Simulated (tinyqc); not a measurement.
Inside a calculation: Gamma, L and X subbands of a thin body with non-parabolic valleys. Values are carried at full precision from step to step, so a last printed digit may differ when a step is redone from the rounded ones.

Hard walls, flat band, c = hbar^2/2m0, energies from the bulk Gamma edge. For a valley at angle theta to the normal 1/m_z = cos^2/ml + sin^2/mt and m_d = sqrt(ml mt^2/m_z). Subband n starts at E_v + e with e (1 + a e) = c (n pi/t)^2/m_z, and its density-of-states mass is taken as m_d (1 + 2 a e), without further growth at higher in-plane energy. Groups are named by valley and degeneracy.

Constants: hbar^2/2m0 = 3.80998211 eV angstrom^2; kB = 8.617333262e-05 eV/K.

Inputs chosen for the exercise (near those of a thin Ge channel; the results hold for these values, not for the real material): face = 100 (surface); mG = 0.0387 m0 (Gamma mass); aG = 1.05 1/eV (Gamma non-parabolicity); EL = -0.153 eV (L edge above Gamma); mL = (1.542, 0.083) m0 (L valleys (four, along <111>): ml, mt); EX = 0.034 eV (X edge above Gamma); mX = (0.89, 0.184) m0 (Delta valleys (six, along <100>): ml, mt); aS = 0.58 1/eV (non-parabolicity of L and X); t = 52 angstrom (body thickness); Ns = 3.5 x 1e12/cm^2 (sheet density); T = 300 K (temperature); eot = 8 angstrom (equivalent oxide thickness).

## Valley groups

List degeneracy, edge, m_z, m_d and a.

Groups:
```
group  g  E_v (eV)     m_z     m_d  a (1/eV)
G1     1     0.000  0.0387  0.0387      1.05
L4     4    -0.153  0.1212  0.2960      0.58
X2     2     0.034  0.8900  0.1840      0.58
X4     4     0.034  0.1840  0.4047      0.58
```

## Subband edges

n = 1 to 8 for each group; list the ten lowest.

Subbands:
```
subband  g   E (eV)  DOS mass
L4 n=1   4  -0.0451    0.3331
X2 n=1   2   0.0495    0.1873
X2 n=2   2   0.0944    0.1969
X4 n=1   4   0.1065    0.4387
X2 n=3   2   0.1647    0.2119
L4 n=2   4   0.2236    0.4253
X2 n=4   2   0.2555    0.2313
G1 n=1   1   0.2781    0.0613
X4 n=2   4   0.2964    0.5278
X2 n=5   2   0.3622    0.2540
```

The lowest subband is L4 n=1, 95 meV below X2 n=1; in the bulk the lowest valley is L.

## Filling and quantum capacitance

n_i = g m/(2 pi c) kB T ln(1 + exp((EF - E_i)/kB T)), sum n_i = Ns (1e12/cm^2 = 1e-4/angstrom^2), c = hbar^2/2m0. Quantum capacitance Cq = 1602.176634 sum g m/(2 pi c) f_i in microfarad/cm^2 with f_i = 1/(1 + exp((E_i - EF)/kB T)); Cox = 34.5313/eot (one gate); C/Cox = Cq/(Cq + Cox), the centroid term left out.

Over the ten listed subbands, named by valley (G, L, X), degeneracy and number.

EF = -0.0788 eV

n_i in the order of the list (1e12/cm^2): 3.451  0.028  0.005  0.015  0.000  0.000  0.000  0.000  0.000  0.000

Cq = 19.32 microfarad/cm^2
Cox = 4.316 microfarad/cm^2
C/Cox = 0.817

EF lies 34 meV below the lowest edge; Gamma holds 0 % of the electrons. EF lies below the edge, so Cq is near e^2 Ns/kB T, set by Ns more than by the density of states; 18 % of the gate capacitance is lost.

## Checks

- Cq against the slope dNs/dEF by finite differences, microfarad/cm^2: both 19.32.

(tinyqc, `OMP_NUM_THREADS=1 python tinyqc.py 1280288 1280289 out.jsonl`, Intel(R) Xeon(R) Processor @ 2.30GHz, 1 thread, shared host, about 0.02 s.)
